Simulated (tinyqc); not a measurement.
## Barrier and mass from two Fowler-Nordheim currents

Question. Fowler-Nordheim tunnelling through a dielectric follows J = A F^2 exp(-B/F), A = q^2 me/(16 pi^2 hbar m1 phi1) (A/V^2 with phi1 in volts), B = (4/3) sqrt(m1/C) phi1^1.5 (V/nm), C = hbar^2/(2 m0). Find B, A, phi1 and m1.

Parameters, values chosen for the exercise:
- me = 1 m0 (emitter mass in the supply function)

Constants: q = 1.602176634e-19 C, hbar = 1.054571817e-34 J s, m0 = 9.1093837015e-31 kg, hbar^2/(2 m0) = 0.0380998212 eV nm^2. Results are converted to the units shown.

J at F = 0.81 and 1.46 V/nm (A/cm^2): [2.3323876e-6, 7.3698845]

Solution. The slope of ln(J/F^2) against 1/F is -B and the intercept gives A. A fixes the product m1 phi1, and B = (4/3) phi1 sqrt(m1 phi1/C) then gives phi1.

B = 25.1 V/nm
A = 1.00e-6 A/V^2
phi1 = 2.96 eV
m1 = 0.520 m0

tinyqc, about 0.02 s, one thread, Intel Xeon 2.30GHz (shared host): `OMP_NUM_THREADS=1 python tinyqc.py 2540021 2540022 out.jsonl`
